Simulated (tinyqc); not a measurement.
From results back to parameters: Slater-Koster d bands of an fcc metal. Three cases, with inputs chosen for the exercise.

Problem. In an fcc d band with nearest neighbours E(t2g, Gamma) = 3 dds + 4 ddp + 5 ddd, E(eg, Gamma) = 1.5 dds + 6 ddp + 4.5 ddd, and at X = (1,0,0) the yz state has 3 dds - 4 ddp - 3 ddd. The three levels come from hidden integrals.

Find: dds, ddp, ddd.

Method. Three linear equations: the first less the third is 8 (ddp + ddd); twice the second less the first is 8 ddp + 4 ddd; their difference gives ddd.

Case 1.

levels (eV): t2g Gamma -0.7260, eg Gamma 0.5190, yz at X -2.2620

Solution.

dds, ddp, ddd (eV): -0.479  0.249  -0.057

Case 2.

levels (eV): t2g Gamma -0.6690, eg Gamma 2.6595, yz at X -6.3810

Solution.

dds, ddp, ddd (eV): -1.152  0.783  -0.069

Case 3.

levels (eV): t2g Gamma -0.3000, eg Gamma 0.5640, yz at X -1.6760

Solution.

dds, ddp, ddd (eV): -0.325  0.185  -0.013

Computed by tinyqc, one run a case: `OMP_NUM_THREADS=1 python tinyqc.py N N+1 out.jsonl` with N = 1481896, 1482114, 1482133; one thread of a shared Intel(R) Xeon(R) Processor @ 2.30GHz, about 0.06 s a run at most.
